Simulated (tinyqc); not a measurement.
Heavy doping: gap narrowing, degeneracy and the minority density: sweeps and comparisons. A value that a table varies takes the place of the one given here.

F_j(eta) = (1/Gamma(j + 1)) integral_0^infinity x^j dx/(1 + exp(x - eta)), which tends to exp(eta) for eta << 0.

Empirical narrowing (Slotboom form, constants chosen for the exercise; published fits of this form give the apparent narrowing, here it is taken as the true one): dEg = E0 [ln(N/N0) + sqrt(ln(N/N0)^2 + C)].

Majority: N = Nv F_1/2(eta), eta the distance of EF beyond the majority band edge in kT. Degeneracy factor gam = F_1/2(eta)/exp(eta). ni0^2 = Nc Nv exp(-Eg/kT); product n p = ni0^2 gam exp(dEg/kT), dEg the true narrowing; apparent narrowing dEa = dEg + kT ln gam; minority density = n p/N.

Bipolar transistor with N as emitter doping: beta = K (N/NB) exp((dEa_B + dG - dEa_E)/kT), dEa_E = dEg(N) + kT ln gam, dEa_B = dEg(NB). For the sweep in T, Nv is scaled as (T/T0)^(3/2) from its value at T0 = T.

Constants: kB = 8.617333262e-05 eV/K.

Inputs chosen for the exercise (gap and densities of states near those of GaAs at this temperature; narrowing constants of the size fitted for Si, not for this material; shifted at random, so the results belong to these values and not to a real crystal):
```
symbol  value     unit    meaning
Eg      1.4       eV      gap
Nc      4.29e+17  1/cm^3  conduction-band density of states
Nv      8.97e+18  1/cm^3  valence-band density of states
T       300       K
E0      9.7       meV     narrowing scale
N0      1.1e+17   1/cm^3  onset density
C       0.5               smoothing constant
N       3e+18     1/cm^3  ionised acceptors, equal to the majority density
NB      7e+16     1/cm^3  base doping
K       2.9               ratio (D_B W_E)/(D_E W_B)
dG      120       meV     extra narrowing of the base by alloying
```

## Narrowing against degeneracy

N takes the values listed; the last column is N over the factor gam exp(dEg/kT), the doping that a simple model would need to give the same minority density.

Results:
```
N (1/cm^3),eta,gam,dEg (meV),dEa (meV),minority (1/cm^3),effective doping (1/cm^3)
3.0e+16,-5.70,0.999,1.7,1.7,0.000415,2.81e+16
9.0e+16,-4.60,0.996,5.2,5.1,0.000158,7.39e+16
3.0e+17,-3.39,0.988,21.6,21.3,8.86e-05,1.31e+17
9.0e+17,-2.26,0.965,41.9,41.0,6.32e-05,1.84e+17
3.0e+18,-0.98,0.889,64.9,61.8,4.24e-05,2.75e+17
9.0e+18,0.35,0.705,86.0,76.9,2.54e-05,4.59e+17
3.0e+19,2.34,0.322,109.2,80.0,8.56e-06,1.36e+18
7.0e+19,4.57,0.0809,125.6,60.6,1.74e-06,6.71e+18
2.0e+20,9.49,0.00169,145.9,-19.1,2.78e-08,4.19e+20
```

dEg grows steadily to 145.9 meV, while the apparent value peaks at 80.0 meV for N = 3e+19 and falls to -19.1 meV as the Fermi level enters the band. N grows by a factor 30 from the third to the sixth row and the effective doping by 3.5: net of degeneracy, narrowing takes away 88 % of the factor gained by heavier doping.

## Current gain against temperature

Gain:
```
T (K),beta,beta with dG = 0,without narrowing
150,1.65e+04,1.53,124
200,4.70e+03,4.45,124
250,2.23e+03,8.51,124
300,1.36e+03,13.2,124
350,962,18.0,124
400,741,22.8,124
450,605,27.4,124
```

dEa_B + dG - dEa_E at T0 = 61.9 meV

beta is 1.65e+04 at 150 K and 605 at 450 K, since the net exponent is positive: the gap is narrower in the base. At 300 K narrowing and degeneracy change the gain by a factor 0.106 and alloying the base by 104.

## What moves the minority density and the gain

All results formed anew. Each row changes one parameter from the base and keeps the others.

Results:
```
case,dEg (meV),dEa (meV),minority (1/cm^3),beta
base,64.86,61.82,4.24e-05,1.36e+03
N = 6e+18 1/cm^3,78.18,72.13,3.16e-05,1.83e+03
E0 = 11.64 meV,77.83,74.79,7.01e-05,850
N0 = 2.2e+17 1/cm^3,51.60,48.56,2.54e-05,2.12e+03
Eg = 1.42 eV,64.86,61.82,1.96e-05,1.36e+03
Nv = 1.17e+19 1/cm^3,64.86,62.52,5.69e-05,1.33e+03
NB = 1.4e+17 1/cm^3,64.86,61.82,4.24e-05,855
```

The largest shifts from the base row, up to three for each result and ties (the steps differ in size, so this ranks the rows, not the parameters). dEg (meV): N +13.32, N0 -13.26, E0 +12.97; unchanged at the printed digits by Eg, Nv and NB. dEa (meV): N0 -13.26, E0 +12.97, N +10.31; unchanged at the printed digits by Eg and NB. minority (1/cm^3): E0 +2.76e-05, Eg -2.29e-05, N0 -1.70e-05; unchanged at the printed digits by NB. beta: N0 +760, E0 -514, NB -510; unchanged at the printed digits by Eg.

Program tinyqc; command `OMP_NUM_THREADS=1 python tinyqc.py 1680065 1680066 out.jsonl`; about 0.02 s on one thread of a shared Intel(R) Xeon(R) Processor @ 2.30GHz.
